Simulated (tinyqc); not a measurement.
# Changing the total pressure p

Model: chemical vapour deposition: Grove model, boundary layer, depletion and step coverage. Computed by tinyqc, a small Python program. Command: `OMP_NUM_THREADS=1 python tinyqc.py 3012351 3012352 out.jsonl cvd sweep`. One thread of a shared host (Intel(R) Xeon(R) Processor @ 2.30GHz), about 0.02 s of CPU time with the checks.

A precursor diffuses to the surface and reacts there at first order; each molecule that reacts adds one formula unit of film.

Inputs (values chosen for the exercise, close to those used for silicon nitride (counted as SiN4/3)):
```
quantity,value,unit
prefactor k0 of k_s,3.2e+09,cm/s
activation energy E,1.82,eV
temperature T,800,C
mole fraction of the precursor Y,0.019,-
gas diffusivity D0 at 273.15 K and 760 torr,0.36,cm^2/s
film density N,4e+22,formula units/cm^3
precursor mass M,101,u
trench width w,0.78,um
aspect ratio of the trench,14,-
gas velocity U,95,cm/s
kinematic viscosity nu0 at 273.15 K and 760 torr,0.49,cm^2/s
susceptor length L,29,cm
channel height b,7.2,cm
```

Reactor: horizontal, reduced pressure.

Constants: k_B = 1.380649e-23 J/K; u = 1.6605390666e-27 kg; k_B = 8.617333262e-05 eV/K.

Method:
- k_s = k0 exp(-E/(k_B T)); C_g = Y p/(k_B T), 1 torr = 133.322 Pa; D = D0 (T/273.15)^1.75 (760/p).
- Temperatures in kelvin are T(C) + 273.15.
- Mean speed c = sqrt(8 k_B T/(pi M)); reactive sticking probability beta = 4 k_s/c.
- nu = nu0 (T/273.15)^1.75 (760/p); Re = U L/nu; mean boundary layer delta = (2/3) L/sqrt(Re), at most b/2; h_g = D/delta.
- Fluxes in series: C_s = C_g/(1 + k_s/h_g); growth rate G = k_s h_g/(k_s + h_g) C_g/N; 1 cm/s = 6e8 nm/min.
- Plug flow: U b dC/dx = -k_eff C with k_eff = k_s h_g/(k_s + h_g), so C falls as exp(-k_eff x/(U b)); the used share of the precursor is 1 - C(L)/C(0).
- In a long trench of width w and depth l = aspect ratio x w: Knudsen diffusivity D_K = (2w) c/3 (hydraulic diameter 2w), combined as 1/D_e = 1/D_K + 1/D; D_e d2C/dz2 = 2 k_s C/w with D_e dC/dz = -k_s C at the floor. With m = sqrt(2 k_s/(w D_e)): C(floor)/C(top) = 1/[cosh(m l) + (k_s/(D_e m)) sinh(m l)].

One run for each value:
```
total pressure p (torr),growth rate G at the inlet (nm/min),rate at the outlet over rate at the inlet,step coverage,gas diffusivity D (cm^2/s)
6.5,141.3,0.69808,0.94231,461.48
13.0,265.1,0.71382,0.94202,230.74
24.0,442.9,0.73705,0.94152,124.99
47.0,735.2,0.77213,0.94049,63.82
90.0,1250.3,0.79479,0.93857,33.33
340.0,3421.5,0.84673,0.92753,8.82
650.0,5373.7,0.87225,0.91413,4.61
```

Give the missing row, total pressure p (torr) = 170.0.

Computed row; columns: (1) total pressure p (torr); (2) growth rate G at the inlet (nm/min); (3) rate at the outlet over rate at the inlet; (4) step coverage; (5) gas diffusivity D (cm^2/s):
```
(1)       (2)      (3)      (4)    (5)
170.0  2052.0  0.81909  0.93501  17.64
```

Interpolating between the two neighbouring rows (the first column on a logarithmic scale, the others too where they are positive) misses most in growth rate G at the inlet (nm/min), by 1.4 %. Over the rows, growth rate G at the inlet (nm/min) rises from 141 to 5370 (exponent d ln y / d ln x 0.91 between the first rows and 0.70 between the last); rate at the outlet over rate at the inlet rises from 0.698 to 0.872 (exponent d ln y / d ln x 0.032 between the first rows and 0.046 between the last); step coverage falls from 0.942 to 0.914 (exponent d ln y / d ln x -4.5e-4 between the first rows and -0.022 between the last).

Caution (rows 6.50, 13.0, 24.0): the boundary layer is capped at b/2, so U, L and nu no longer affect h_g. Caution (all rows): the hydraulic-diameter form of D_K is rough for a slit. Caution (rows 90.0, 170, 340, 650): a growth rate above 1 um/min is far higher than usual for an oxide or nitride film.
